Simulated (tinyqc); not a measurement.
Concentration-dependent dopant diffusion with charged defects and the built-in field: one step, computed by the program tinyqc. Command: `OMP_NUM_THREADS=1 python tinyqc.py 3003680 3003681 out.jsonl extrinsic walk`. One thread of a shared host (Intel(R) Xeon(R) Processor @ 2.30GHz), about 0.07 s of CPU time with the checks.

A constant source C_s feeds a half space. The dopant moves through neutral point defects and through charged ones, whose number grows with the majority carrier density n.

Problem. Diffusivity at the surface. n = C/2 + sqrt(C^2/4 + n_i^2); D(C) = h [Dx + D1 (n/n_i)], h = 1 + C/sqrt(C^2 + 4 n_i^2).

Inputs (values chosen for the exercise, modelled on antimony in silicon): surface concentration C_s = 9.5e+19 1/cm^3; temperature T = 850 C.

Field enhancement: on.

n_i = 2.826352e+18 1/cm^3

partial diffusivities (cm^2/s): Dx 9.962390e-18, D1 7.041002e-18

intrinsic diffusivity D_i = 1.700339e-17 cm^2/s

Give: n/n_i; field factor h; surface diffusivity D_s; enhancement D_s/D_i.

Solution.

n/n_i = 33.642

field factor h = 1.9982

surface diffusivity D_s = 4.9324e-16 cm^2/s

enhancement D_s/D_i = 29.008

C_s is 33.6 times n_i: diffusion is extrinsic near the surface. At such a C_s dopants can cluster or exceed their solubility, which the model leaves out.
